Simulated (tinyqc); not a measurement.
Raising the sheet density: inversion layer as a triangular well, valleys of the Si type.

Six ellipsoidal valleys with their long axes along the cube axes, mass ml along the axis and mt across it. For a valley whose axis makes the angle theta with the surface normal, 1/m_z = cos^2(theta)/ml + sin^2(theta)/mt sets the confinement; in the plane the masses are m_1 = mt and m_2 = ml mt/m_z, and m_d = sqrt(m_1 m_2).

The field is taken as constant, e F = 4 pi (e^2/4 pi eps0)(Nd + eta Ns)/eps, with 1e12/cm^2 = 1e-4/angstrom^2, and the oxide as a hard wall at z = 0; c = hbar^2/2m0.

Level j of a valley lies at E_j = a_j (c (e F)^2/m_z)^(1/3) above the band edge at the surface, with the Airy zeros a_j = 2.338107, 4.087949, 5.520560, 6.786708, 7.944134, 9.022651, 10.040174, 11.008524, 11.936016, 12.828777, and has <z> = 2 E_j/(3 e F).

Subband i holds n_i = g m_d/(2 pi c) kB T ln(1 + exp((EF - E_i)/kB T)) (spin included), and EF is fixed by sum n_i = Ns over the levels listed or, where none are listed, over j = 0 to 9 of each group; 1e12/cm^2 = 1e-4/angstrom^2.

Constants: hbar^2/2m0 = 3.80998211 eV angstrom^2; e^2/(4 pi eps0) = 14.39964547 eV angstrom; kB = 8.617333262e-05 eV/K.

Inputs chosen for the exercise (near those of Si; the results hold for these values, not for the real material): ml = 0.899 m0 (longitudinal mass); mt = 0.193 m0 (transverse mass); eps = 11.7 (dielectric constant); Nd = 0.22 x 1e12/cm^2 (depletion charge); eta = 0.75 (share of Ns in the effective field); face = 100 (surface); T = 77 K (temperature); Nss = (1, 2, 3, 5, 8, 12) x 1e12/cm^2 (sheet densities).

Valleys (masses in m0):

| valleys g | cos^2(theta) | m_z | m_1 | m_2 | m_d |
|---|---|---|---|---|---|
| 2 | 1.00000 | 0.89900 | 0.19300 | 0.19300 | 0.19300 |
| 4 | 0.00000 | 0.19300 | 0.19300 | 0.89900 | 0.41654 |

The field, the ladders and EF anew for each Ns.

Results:

| Ns (1e12/cm^2) | F (MV/cm) | lowest E (eV) | next - lowest (meV) | EF - lowest (meV) | share of lowest (%) | <z> (angstrom) |
|---|---|---|---|---|---|---|
| 1.0 | 0.150 | 0.0496 | 33.2 | 2.4 | 95.0 | 22.8 |
| 2.0 | 0.266 | 0.0726 | 48.7 | 11.2 | 99.1 | 18.3 |
| 3.0 | 0.382 | 0.0925 | 62.0 | 18.1 | 99.8 | 16.2 |
| 5.0 | 0.614 | 0.1269 | 85.0 | 30.9 | 100.0 | 13.8 |
| 8.0 | 0.962 | 0.1711 | 114.7 | 49.6 | 100.0 | 11.9 |
| 12.0 | 1.426 | 0.2225 | 149.1 | 74.4 | 100.0 | 10.4 |

Levels scale as F^(2/3): the field grows by 9.51 and the lowest level by 4.49. The layer thins from 22.8 to 10.4 angstrom. EF lies above the lowest edge throughout. The share of the lowest subband rises throughout: the spacing grows faster than the band fills.

Computed by tinyqc, a small Python program: `OMP_NUM_THREADS=1 python tinyqc.py 1280071 1280072 out.jsonl` (the numbers bound the seed that draws the inputs); one thread of a shared host (Intel(R) Xeon(R) Processor @ 2.30GHz), about 0.02 s for the whole set of steps.
